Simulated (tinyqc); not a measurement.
Diffusion length from constant photovoltage.

Problem. In a thick sample with a thin depletion layer the excess density at its edge goes as flux/(1/alpha + L), so the flux needed for a fixed surface photovoltage is proportional to 1/alpha + L. Find L.

photon flux for the same photovoltage at absorption coefficients 160 and 1600 1/cm (relative units): 70.3  14.05

Solution. The line of flux against 1/alpha meets zero at -L.

slope against 1/alpha = 1.000 1/um
L = 7.800 um

Computed by the program tinyqc: `OMP_NUM_THREADS=1 python tinyqc.py 2430095 2430096 out.jsonl`, one thread of a shared Intel Xeon 2.30GHz, about 0.01 s for the whole run.
